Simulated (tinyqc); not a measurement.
## Trap density and grain size from the barrier

Inverse problem. With all traps filled Vb = q Qt^2/(8 eps0 eps_r N), and in that limit the barrier is largest at N* = Qt/Lg. Find Qt, Lg and the depleted width Qt/N.

Values chosen for this exercise: relative permittivity of the semiconductor eps_r = 11.7.

Constants: q = 1.602176634e-19 C, eps0 = 8.8541878128e-14 F/cm where lengths are in cm. Results are converted to the units shown.

barrier at N = 5.7e17 cm^-3 = 0.48975418 V
doping of the largest barrier = 1.9e17 cm^-3

Answer. The barrier gives Qt, and N* then gives Lg.

Qt = 3.800e12 cm^-2
Lg = 200.0 nm
depleted width = 66.67 nm

Program tinyqc, `OMP_NUM_THREADS=1 python tinyqc.py 2610028 2610029 out.jsonl`; Intel Xeon 2.30GHz, shared host, one thread, about 0.01 s.
